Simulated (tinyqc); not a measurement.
Vacuum evaporation: vapour pressure, source flux, thickness distribution, purity and step coverage: one step, computed by the program tinyqc.

Molecular flow, unit sticking of the metal, no re-evaporation. The background gas is taken as water vapour (18.015 g/mol, collision diameter 0.37 nm) at 300 K.

Problem. Offset source and rotation. Rotating wafer, source offset by s and facing upwards: thickness at radius r is the mean over the angle a of (1 + (r^2 + s^2 - 2 r s cos a)/h^2)^(-(n + 3)/2), by 360 equal steps; non-uniformity (max - min)/(max + min) over 21 radii from 0 to R.

Inputs (values chosen for the exercise, modelled on gold, with constants for the liquid):
```
quantity                         value  unit
directionality n                     1     -
source-to-wafer distance h          24    cm
wafer radius R                       5    cm
source offset from the axis s/h   0.68     -
```

Give: centre thickness relative to an axial source; edge over centre, rotating; non-uniformity, rotating.

Solution.

centre thickness relative to an axial source = 0.4676

edge over centre, rotating = 0.9956

non-uniformity, rotating = 0.2212 %
